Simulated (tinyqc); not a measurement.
Inside a calculation. Method: tight binding, dimerised chain. One step of it, computed by the program tinyqc.

Problem. Levels at X. Diagonalise the Hermitian matrix.

H(k) at X (eV):
```
,A,B
A,0.290000,1.460000
B,1.460000,-0.290000
```

Give: eigenvalues; weights |c|^2 of the basis functions.

Solution.

eigenvalues (eV): -1.4885  1.4885

weights |c|^2 of the basis functions:
```
,band 1,band 2
A,0.4026,0.5974
B,0.5974,0.4026
```
